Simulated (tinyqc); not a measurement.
## Circuit elements from the admittance matrix

Problem. Y belongs to a common-source circuit with y11 = i w (Cgs + Cgd), y12 = -i w Cgd, y21 = gm - i w Cgd, y22 = gds + i w (Cgd + Cd) and a resistance Rg in series with the gate; w = 2 pi f. Find Rg, Cgs + Cgd, Cgd, gm, gds and Cd.

Inputs (values chosen for the exercise):
- f = 20 GHz (signal frequency)

Y with Rg (mS):
```
,1,2
1,0.043542486+1.851681450i,-0.012699458-0.540055307i
2,5.091960565-0.660091931i,0.300761130+0.964833814i
```

Answer. 1/Y11 = Rg + 1/(i w (Cgs + Cgd)) gives Rg; removing it from Z11 returns the inner y, whose parts are read off.

Rg = 12.69 ohm
Cgs + Cgd = 14.74 fF
Cgd = 4.300 fF
gm = 5.107 mS
gds = 0.2962 mS
Cd = 3.100 fF

tinyqc, about 0.01 s, one thread, Intel Xeon 2.30GHz (shared host): `OMP_NUM_THREADS=1 python tinyqc.py 2150035 2150036 out.jsonl`
